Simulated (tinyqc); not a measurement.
Plane-wave Kohn-Sham cycle with exchange-only LDA in a layered model solid, step by step. One step of it, computed by the program tinyqc.

Task: Iteration 1: levels at that k. Diagonalise the Hermitian matrix.

H (hartree), lower triangle:
```
           -3         -2         -1         +0         +1         +2        +3
-3   6.237599
-2  -0.125000   2.587597
-1   0.000000  -0.125000   0.397597
+0   0.000000   0.000000  -0.125000  -0.332404
+1   0.000000   0.000000   0.000000  -0.125000   0.397597
+2   0.000000   0.000000   0.000000   0.000000  -0.125000   2.587597
+3   0.000000   0.000000   0.000000   0.000000   0.000000  -0.125000  6.237599
```

Give: eigenvalues.

Result:

eigenvalues (hartree): -0.3732  0.3905  0.4313  2.5904  2.5905  6.2419  6.2419
